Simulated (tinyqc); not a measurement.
Choice of the surrounding dielectric: dielectric confinement in a thin film (image charges).

A film |z| < t/2 of dielectric constant eps between half-spaces of dielectric constant e2; lam = (eps - e2)/(eps + e2), q = e^2/(4 pi eps0). The self-energy of a band edge is taken with the high-frequency value, e2 = eh, and the field of a fixed ion with the static one, e2 = eo. A charge at z has images lam^|n| at n t + (-1)^n z. Its self-energy is S(z) = (q/2 eps) sum over n >= 1 of lam^n [1/(n t - 2z) + 1/(n t + 2z)] for odd n and 2 lam^n/(n t) for even n; at the centre S(0) = -(q/(eps t)) ln(1 - lam).

Donor at the centre, lam from the static eo, trial function cos(pi z/t) exp(-rho/l): E(l) = c/(m l^2) - (q/eps) times the integral over k of F(k t) (1 + (k l/2)^2)^(-3/2), with F(x) = F0 + 2 lam exp(-x) G/(1 - lam exp(-x)), F0 = 2[(1 - exp(-x/2))/x + x (1 + exp(-x/2))/(x^2 + 4 pi^2)], G = 2 sinh(x/2)[1/x - x/(x^2 + 4 pi^2)]; c = hbar^2/2m0. The binding energy is -E at the minimum, counted from the subband edge with its self-energy.

Constants: e^2/(4 pi eps0) = 14.39964547 eV angstrom; hbar^2/2m0 = 3.80998211 eV angstrom^2; Ry = 13.60569312 eV.

Parameters, chosen for this exercise (out of a larger set: near those of a Si (100) film, two-fold valleys, between layers of Si3N4; not measured data):
- t = 72 angstrom (film thickness)
- eps = 11.4 (dielectric constant of the film)
- m = 0.197 m0 (mass in the plane)

The same film between different dielectrics; in this table one value e2 serves for both eo and eh.

Cases:

| case |
|---|
| e2 = 1 |
| e2 = 2.5 |
| e2 = 3.9 |
| e2 = 7.5 |
| e2 = 16 |
| e2 = 25 |
| e2 = 80 |

Rank the cases by binding (meV), lowest first.

Answer: e2 = 80, e2 = 25, e2 = 16, e2 = 7.5, e2 = 3.9, e2 = 2.5, e2 = 1.

Results:

| case | lam | <S> (meV) | binding (meV) | l (angstrom) |
|---|---|---|---|---|
| e2 = 1 | 0.839 | 35.3 | 95.8 | 29.4 |
| e2 = 2.5 | 0.640 | 20.4 | 68.3 | 30.0 |
| e2 = 3.9 | 0.490 | 13.7 | 56.5 | 30.4 |
| e2 = 7.5 | 0.206 | 4.8 | 41.8 | 31.2 |
| e2 = 16 | -0.168 | -3.4 | 29.2 | 32.4 |
| e2 = 25 | -0.374 | -7.0 | 24.1 | 33.0 |
| e2 = 80 | -0.751 | -12.7 | 16.5 | 34.3 |

The binding spans a factor 5.8, from 96 meV in vacuum to 16.5 meV for e2 = 80; going from 3.9 to 25 changes it by -32.4 meV and the band edge by -20.7 meV, so the binding responds 1.57 times as much as the edge (for an orbit much smaller than t the binding would change by twice the change of S(0), -34.8 meV; here l/t = 0.42 for e2 = 3.9).

Run: tinyqc, `OMP_NUM_THREADS=1 python tinyqc.py 1250079 1250080 out.jsonl`; Intel(R) Xeon(R) Processor @ 2.30GHz, one thread, shared host; about 0.07 s of CPU time with all checks.
